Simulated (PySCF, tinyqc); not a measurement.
Worked calculation: RHF in the sto-3g basis, for H3-, spin multiplicity 1. The basis has no diffuse functions, so it cannot describe the extra electron: this is an exercise in the method, not the real anion. The lowest restricted solution is unstable here: a spin-polarised one lies 0.1418 hartree lower (PySCF). Computed by tinyqc, a small Python program that keeps every step (integrals from PySCF). Settings: charge = -1, multiplicity = 1, basis = sto-3g, energy threshold = 1e-10, iteration cap = 69, orthogonalisation = canonical, start = Wolfsberg-Helmholz matrix, DIIS depth = 4, DIIS from iteration = 2, damping = 0.2, method = RHF. Command: `OMP_NUM_THREADS=1 python tinyqc.py 25862 25863 out.jsonl` (the two numbers bound the seeds that draw the settings). One thread of a shared host (Intel(R) Xeon(R) Processor @ 2.60GHz), about 0.05 s of CPU time with the checks. Later iterations appear only in the table of the cycle.

## One-electron integrals

Geometry (angstrom):
```
atom         x         y         z
H     0.000000  0.000000  0.000000
H     0.000000  0.000000  1.253000
H     0.000000  1.193000  0.626000
```

Basis sto-3g: exponents (1/bohr^2) and contraction coefficients of normalised primitives:
```
element  l (shell)  exponent  coefficient
H            s (1)  3.425251     0.154329
H            s (1)  0.623914     0.535328
H            s (1)  0.168855     0.444635
```

Overlap, kinetic and nuclear-attraction integrals over the contracted functions; the nuclear repulsion is the sum of Za Zb / Rab.

nuclear repulsion = 1.20774996 hartree

overlap S, order 1H 1s, 2H 1s, 3H 1s:
```
[[1.000000, 0.361033, 0.318001],
 [0.361033, 1.000000, 0.317799],
 [0.318001, 0.317799, 1.000000]]
```

kinetic energy T (hartree), order 1H 1s, 2H 1s, 3H 1s:
```
[[0.760032, 0.042007, 0.026571],
 [0.042007, 0.760032, 0.026506],
 [0.026571, 0.026506, 0.760032]]
```

nuclear attraction V (hartree), order 1H 1s, 2H 1s, 3H 1s:
```
[[-2.033938, -0.668334, -0.578709],
 [-0.668334, -2.033809, -0.578299],
 [-0.578709, -0.578299, -2.006002]]
```

core Hamiltonian H = T + V (hartree), order 1H 1s, 2H 1s, 3H 1s:
```
[[-1.273906, -0.626326, -0.552138],
 [-0.626326, -1.273777, -0.551793],
 [-0.552138, -0.551793, -1.245970]]
```

## Two-electron integrals

Functions are numbered as in S; the eight-fold symmetry (ij|kl) = (ji|kl) = (kl|ij) leaves the list below.

Two-electron integrals (ij|kl) in chemists' order, unique and non-zero (hartree):
```
(11|11) 0.774606   (21|11) 0.208155   (21|21) 0.078374   (22|11) 0.403609
(22|21) 0.208155   (22|22) 0.774606   (31|11) 0.178246   (31|21) 0.058559
(31|22) 0.134025   (31|31) 0.059443   (32|11) 0.133969   (32|21) 0.058524
(32|22) 0.178108   (32|31) 0.051989   (32|32) 0.059361   (33|11) 0.379916
(33|21) 0.145866   (33|22) 0.379805   (33|31) 0.178246   (33|32) 0.178108
(33|33) 0.774606
```

## Orthogonalisation

S = U s U^T; canonical form X = U s^(-1/2), so that X^T S X = 1. Each column of U has its largest component positive (the first on a tie).

eigenvalues of S: [0.638966, 0.696051, 1.664982]

X, order 1H 1s, 2H 1s, 3H 1s:
```
[[0.885567, -0.472940, 0.454025],
 [-0.883626, -0.476456, 0.453939],
 [-0.002204, 0.992972, 0.434059]]
```

## Starting guess

The start is the generalised Wolfsberg-Helmholz matrix (K = 1.75) built on H; D = 2 C_occ C_occ^T.

D at the start, order 1H 1s, 2H 1s, 3H 1s:
```
[[0.859727, 0.862869, -0.544926],
 [0.862869, 0.866038, -0.552300],
 [-0.544926, -0.552300, 2.348800]]
```

## Iteration 1: building the Fock matrix

J_ij = sum D_kl (ij|kl), K_ij = sum D_kl (ik|jl); F = H + J - 0.5 K; E = tr D H + tr D J / 2 - 0.25 tr D K + E_nn.

Coulomb J (hartree), order 1H 1s, 2H 1s, 3H 1s:
```
[[1.924814, 0.708622, 0.666825],
 [0.708622, 1.926331, 0.666534],
 [0.666825, 0.666534, 2.335670]]
```

exchange K (hartree), order 1H 1s, 2H 1s, 3H 1s:
```
[[0.973718, 0.685966, 0.440025],
 [0.685966, 0.976344, 0.438712],
 [0.440025, 0.438712, 1.620626]]
```

Fock matrix F (hartree), order 1H 1s, 2H 1s, 3H 1s:
```
[[0.164049, -0.260687, -0.105325],
 [-0.260687, 0.164382, -0.104615],
 [-0.105325, -0.104615, 0.279387]]
```

total energy of this density = -0.92945654 hartree

This density is the starting one.

## Iteration 1: diagonalisation and new density

Diagonalise F' = X^T F X, C = X C', fill 2 alpha and 2 beta electrons from the bottom; D = 2 C_occ C_occ^T; the new density keeps 0.2 of the old one (damping). Each column has its largest component positive (the first on a tie).

F' = X^T F X (hartree):
```
[[0.664986, -0.000107, -0.000605],
 [-0.000107, 0.429912, 0.110616],
 [-0.000605, 0.110616, -0.069867]]
```

orbital energies (hartree): [-0.093255, 0.453300, 0.664986]

coefficients C, order 1H 1s, 2H 1s, 3H 1s:
```
[[0.542703, -0.367827, 0.885560],
 [0.542017, -0.373208, -0.883628],
 [0.219261, 1.061281, -0.003523]]
```

D after iteration 1, order 1H 1s, 2H 1s, 3H 1s:
```
[[0.859663, 0.862863, -0.543185],
 [0.862863, 0.866115, -0.554037],
 [-0.543185, -0.554037, 2.348789]]
```

## Iteration 2: building the Fock matrix

As before.

Coulomb J (hartree), order 1H 1s, 2H 1s, 3H 1s:
```
[[1.924944, 0.708623, 0.666847],
 [0.708623, 1.926206, 0.666511],
 [0.666847, 0.666511, 2.335666]]
```

exchange K (hartree), order 1H 1s, 2H 1s, 3H 1s:
```
[[0.974089, 0.685966, 0.440436],
 [0.685966, 0.975980, 0.438300],
 [0.440436, 0.438300, 1.620620]]
```

Fock matrix F (hartree), order 1H 1s, 2H 1s, 3H 1s:
```
[[0.163993, -0.260686, -0.105508],
 [-0.260686, 0.164438, -0.104432],
 [-0.105508, -0.104432, 0.279386]]
```

total energy of this density = -0.92945805 hartree

This density is a damped mixture and is not idempotent.

## Iteration 2: diagonalisation and new density

As before.

F' = X^T F X (hartree):
```
[[0.664986, -0.000382, -0.000791],
 [-0.000382, 0.429911, 0.110615],
 [-0.000791, 0.110615, -0.069866]]
```

orbital energies (hartree): [-0.093254, 0.453297, 0.664988]

coefficients C, order 1H 1s, 2H 1s, 3H 1s:
```
[[0.542848, -0.366544, 0.886003],
 [0.541871, -0.374491, -0.883175],
 [0.219263, 1.061274, -0.005098]]
```

D after iteration 2, order 1H 1s, 2H 1s, 3H 1s:
```
[[0.858394, 0.862846, -0.540601],
 [0.862846, 0.867411, -0.556608],
 [-0.540601, -0.556608, 2.348765]]
```

## Iteration 3: building the Fock matrix

As before.

Coulomb J (hartree), order 1H 1s, 2H 1s, 3H 1s:
```
[[1.924700, 0.708624, 0.666829],
 [0.708624, 1.926458, 0.666529],
 [0.666829, 0.666529, 2.335658]]
```

exchange K (hartree), order 1H 1s, 2H 1s, 3H 1s:
```
[[0.973819, 0.685965, 0.440905],
 [0.685965, 0.976263, 0.437831],
 [0.440905, 0.437831, 1.620606]]
```

Fock matrix F (hartree), order 1H 1s, 2H 1s, 3H 1s:
```
[[0.163885, -0.260685, -0.105761],
 [-0.260685, 0.164549, -0.104179],
 [-0.105761, -0.104179, 0.279385]]
```

total energy of this density = -0.92946038 hartree

This density is a damped mixture and is not idempotent.

## Iteration 3: DIIS over 2 matrices

error matrix X^T (FDS - SDF) X:
```
[[0.000000, -0.000822, -0.000681],
 [0.000822, 0.000000, 0.000000],
 [0.000681, 0.000000, 0.000000]]
```

B (overlaps of the stored error matrices):
```
[[1.3821176e-06, 1.7688927e-06],
 [1.7688927e-06, 2.2802333e-06]]
```

Minimise |sum c_i e_i|^2 with sum c_i = 1: solve [B -1; -1 0][c; lambda] = [0; -1] with B_ij = tr e_i^T e_j, and take F = sum c_i F_i.

DIIS coefficients: [4.104993, -3.104993]

extrapolated F (hartree), order 1H 1s, 2H 1s, 3H 1s:
```
[[0.164331, -0.260692, -0.104722],
 [-0.260692, 0.164094, -0.105215],
 [-0.104722, -0.105215, 0.279390]]
```

## Iteration 3: diagonalisation and new density

As before.

F' = X^T F X (hartree):
```
[[0.664985, 0.000710, 0.000086],
 [0.000710, 0.429913, 0.110623],
 [0.000086, 0.110623, -0.069868]]
```

orbital energies (hartree): [-0.093259, 0.453301, 0.664988]

coefficients C, order 1H 1s, 2H 1s, 3H 1s:
```
[[0.542115, -0.371764, -0.884275],
 [0.542613, -0.369263, 0.884919],
 [0.219251, 1.061288, -0.001352]]
```

D after iteration 3, order 1H 1s, 2H 1s, 3H 1s:
```
[[0.863034, 0.862868, -0.549224],
 [0.862868, 0.862736, -0.548004],
 [-0.549224, -0.548004, 2.348799]]
```

## Iteration 12 (converged): orbitals

converged F (hartree), order 1H 1s, 2H 1s, 3H 1s:
```
[[0.164340, -0.260688, -0.104736],
 [-0.260688, 0.164090, -0.105203],
 [-0.104736, -0.105203, 0.279388]]
```

Diagonalise F' = X^T F X, C = X C', fill 2 alpha and 2 beta electrons from the bottom; D = 2 C_occ C_occ^T. Each column has its largest component positive (the first on a tie).

F' = X^T F X (hartree):
```
[[0.664983, 0.000682, 0.000081],
 [0.000682, 0.429914, 0.110618],
 [0.000081, 0.110618, -0.069866]]
```

orbital energies (hartree): [-0.093255, 0.453301, 0.664985]

coefficients C, order 1H 1s, 2H 1s, 3H 1s:
```
[[0.542111, -0.371646, -0.884327],
 [0.542611, -0.369389, 0.884868],
 [0.219259, 1.061287, -0.001206]]
```

D after iteration 12, order 1H 1s, 2H 1s, 3H 1s:
```
[[0.864010, 0.862875, -0.551121],
 [0.862875, 0.861750, -0.546112],
 [-0.551121, -0.546112, 2.348808]]
```

## Convergence

Stop when the energy changes by less than 1e-10 hartree and every element of the error matrix X^T (F D S - S D F) X is below 3e-06.

Course of the cycle:
```
iteration  E (hartree)     change  largest element of the error matrix
1          -0.92945654          -                             1.06e-03
2          -0.92945805  -1.50e-06                             5.93e-04
3          -0.92946038  -2.33e-06                             8.22e-04
4          -0.92945298   7.40e-06                             1.58e-04
5          -0.92945458  -1.59e-06                             3.16e-05
6          -0.92945499  -4.14e-07                             6.32e-06
7          -0.92945508  -8.67e-08                             1.26e-06
8          -0.92945510  -1.75e-08                             2.53e-07
9          -0.92945510  -3.51e-09                             5.05e-08
10         -0.92945510  -7.01e-10                             1.01e-08
11         -0.92945510  -1.40e-10                             2.02e-09
12         -0.92945510  -2.81e-11                             4.04e-10
```

PySCF RHF in the same basis = -0.92945510 hartree

Converged in 12 iterations.

## Populations, bond orders and dipole

Mulliken: Z minus the diagonal of D S on the atom; Loewdin: the same with S^(1/2) D S^(1/2); Mayer order: 2 sum_s sum (D(s) S)_ij (D(s) S)_ji over the two atoms.

Charges (e):
```
atom   Mulliken    Loewdin
1H    -0.000280  -0.000390
2H     0.000277   0.000388
3H    -0.999997  -0.999997
```

Mayer bond orders:
```
pair     order
2-1   0.999997
3-1   2.92e-06
3-2   2.93e-06
```

dipole moment about the origin, x y z (debye): [0.000000, -5.730206, -3.005131]
